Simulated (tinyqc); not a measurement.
# Off-state leakage of single and stacked transistors: leakage components against the temperature

n-channel devices of unit width. Subthreshold current I(Vg, Vs, Vd) = I0 (T/300 K)^0.5 exp[(Vg - Vs - VT(T) - gb (Vs - Vb) + dd (Vd - Vs))/(nf Vt)] (1 - exp(-(Vd - Vs)/Vt)), VT(T) = VT - cT (T - 300 K). Gate-edge tunnelling Ig (Vd/1 V) exp(ag (Vd - 1 V)), for a gate at 0 V, and band-to-band leakage Ab u exp(-Bb/u), u = Vd - Vb + 1 V, flow at a drain held at V; both are taken as independent of T. In a stack of off transistors (all gates at 0 V) the same subthreshold current passes through each.

One transistor with Vg = Vs = 0, Vd = V; stack factor I(one)/I(two in series).

Inputs (values chosen for the exercise); values of the order met in bulk silicon logic transistors: supply voltage V = 0.9 V; threshold at 300 K, zero drain and body bias VT = 0.37 V; fall of the threshold with temperature cT = 0.9 mV/K; current at threshold at 300 K I0 = 0.35 uA/um; slope factor nf = 1.34; drain-induced lowering per volt dd = 0.12; rise of the threshold per volt of source-body bias gb = 0.19; gate-edge tunnelling current at 1 V Ig = 0.0006 uA/um; exponential slope of the gate current ag = 3.4 1/V; prefactor of band-to-band leakage at the drain Ab = 7 uA/(um V); its exponential voltage Bb = 24 V; body voltage Vb = 0 V.

Constants: q = 1.602176634e-19 C, kB = 1.380649e-23 J/K, Vt = kB T/q. Results are converted to the units shown.

The same in every row: gate edge (nA/um) = 0.3844; band-to-band (nA/um) = 0.04345.

Result of one run:
```
T (K)  subthreshold (nA/um)  total (nA/um)  stack factor  largest part
325                  0.6164          1.044         14.83  subthreshold
```

What becomes of these results when the temperature T is changed from 325 to 275 K, all else the same?

Result of the changed run:
```
T (K)  subthreshold (nA/um)  total (nA/um)  stack factor  largest part
275                 0.04307         0.4709         23.40     gate edge
```

The whole series:
```
T (K)  subthreshold (nA/um)  total (nA/um)  stack factor  largest part
250                0.007690         0.4355         31.64     gate edge
275                 0.04307         0.4709         23.40     gate edge
300                  0.1817         0.6095         18.25     gate edge
325                  0.6164          1.044         14.83  subthreshold
350                   1.761          2.189         12.43  subthreshold
375                   4.383          4.811         10.69  subthreshold
400                   9.757          10.18         9.391  subthreshold
425                   19.80          20.23         8.385  subthreshold
```

As T goes from 250 to 425, the total leakage rises from 0.435 to 20.2 nA/um. The gate edge part leads at T = 250, the subthreshold part from 325 on. The subthreshold part doubles every 24.5 K between the last two rows. The reduction by a stack of two falls from 31.6 to 8.39, for the subthreshold part alone. For T = 425 the gate is within about 3 nf Vt of threshold, where the exponential law overstates the current.

Program tinyqc, `OMP_NUM_THREADS=1 python tinyqc.py 2242041 2242042 out.jsonl`; Intel Xeon 2.30GHz, shared host, one thread, about 0.03 s.
